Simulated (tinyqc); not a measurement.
Worked calculation: solubility, supersaturation, precipitation and gettering of an impurity in a silicon-like host. Computed by tinyqc, a small Python program that keeps every step. Command: `OMP_NUM_THREADS=1 python tinyqc.py 3012921 3012922 out.jsonl ripen walk`. One thread of a shared host (Intel(R) Xeon(R) Processor @ 2.30GHz), about 0.01 s of CPU time with the checks. Intermediate numbers are printed to about 6 digits and carried at full precision; extremes and crossings named in words are read from the listed rows.

The wafer was saturated at T1 and is then held at T.

Inputs (values chosen for the exercise, for a model impurity):
```
quantity                                   value        unit
site density N0                            5e+22      1/cm^3
enthalpy of solution H                      2.53          eV
entropy of solution S                        4.4         k_B
diffusion prefactor D0                   0.00064      cm^2/s
migration energy Q                         0.868          eV
temperature of saturation T1                1300           K
anneal temperature T                         880           K
sink density n                             2e+09      1/cm^3
initial sink radius r0                       9.7          nm
impurity density in the precipitate C_p  6.9e+22      1/cm^3
interface energy gamma                      0.23       J/m^2
anneal time t                              39000           s
wafer thickness w                            400  micrometre
```

Gettering: relaxation gettering at sinks.

Constants: k_B = 8.617333262e-05 eV/K; k_B = 1.380649e-23 J/K.

## Solubility, diffusivity, supersaturation

C_eq(T) = N0 exp(S/k_B - H/(k_B T)); D(T) = D0 exp(-Q/(k_B T)); C0 = C_eq(T1). Supersaturation s = C0/C_eq(T); critical radius r* = 2 gamma/(C_p k_B T ln s); barrier W* = (4 pi/3) gamma r*^2. Strain energy is left out.

C0 = 6.33406e+14 1/cm^3

C_eq(T) = 1.31979e+10 1/cm^3

D(T) = 6.84110e-09 cm^2/s

supersaturation s = 47993.1

critical radius r* = 0.0509063 nm

W*/(k_B T) = 0.205492

Sinks of radius r0 are above r* and grow. The barrier is low enough for new nuclei to form. Caution: the barrier to homogeneous nucleation is below 35 k_B T for these inputs, so new precipitates would form and outnumber the fixed sinks assumed here. Caution: a critical radius of atomic size is outside the capillary model.

## Ham's law for sinks of fixed radius

tau0 = 1/(4 pi n r0 D); C_fixed(t) = C_eq + (C0 - C_eq) exp(-t/tau0). If all excess precipitates, the final radius is r_f = [r0^3 + 3 (C0 - C_eq)/(4 pi n C_p)]^(1/3), with tau_f = 1/(4 pi n r_f D).

tau0 = 5996.01 s

C_fixed(t) = 9.61355e+11 1/cm^3

final radius r_f = 12.6168 nm

tau_f = 4609.82 s

The sinks grow 1.3 times, so the fixed radius underrates the later rate.

## Growing precipitates

Growing sinks: with y = r/r_f and y0 = r0/r_f, dy/dt = (1 - y^3)/(3 tau_f y), which integrates to t/tau_f = F(y) - F(y0), F(y) = (1/2) ln[(1 + y + y^2)/(1 - y)^2] - sqrt(3) arctan[(2y + 1)/sqrt(3)]; the share of the excess left is (1 - y^3)/(1 - y0^3), and C(t) = C_eq + (C0 - C_eq) x share.

radius at t = 12.6162 nm

share of the excess left = 2.66346e-04

C(t) with growing sinks = 1.81899e+11 1/cm^3

100.0 % of the excess has precipitated.

## Denuded zone

Near a surface held at C_eq(T) the excess decays by out-diffusion over sqrt(D t) and by capture over L_s = sqrt(D tau_f) = (4 pi n r_f)^(-1/2); the shorter length sets the depth from which the surface draws.

sqrt(D t) = 163.341 micrometre

capture length L_s = 56.1571 micrometre

L_s/w = 0.140393

The sinks catch the impurity before it reaches a surface, except within L_s of it.

## The best anneal temperature for the time t

C_eq(T) = N0 exp(S/k_B - H/(k_B T)); D(T) = D0 exp(-Q/(k_B T)); C0 = C_eq(T1). r_f = [r0^3 + 3 (C0 - C_eq)/(4 pi n C_p)]^(1/3), tau_f = 1/(4 pi n r_f D).

Dissolved share after t:
```
T (K)      C_eq/C0    tau_f (s)      C(t)/C0
585    1.02854e-12  1.48065e+06  9.79874e-01
676    8.83674e-10  1.45822e+05  8.07891e-01
780    2.89208e-07  1.99985e+04  1.73227e-01
884    2.42317e-05  4.37714e+03  1.94108e-04
988    7.99243e-04  1.31932e+03  7.99243e-04
1092   1.35449e-02  5.00817e+02  1.35449e-02
1183   1.07142e-01  2.50711e+02  1.07142e-01
1248   3.90235e-01  1.70811e+02  3.90235e-01
```

The lowest dissolved share among these rows is 1.9e-4 at 884 K. Above it solubility sets the floor; below it diffusion is too slow for this time. Solubility falls with H = 2.53 eV and diffusion with Q = 0.868 eV.

Checks made by the program: radius against numerical integration (relative difference below 1e-10).
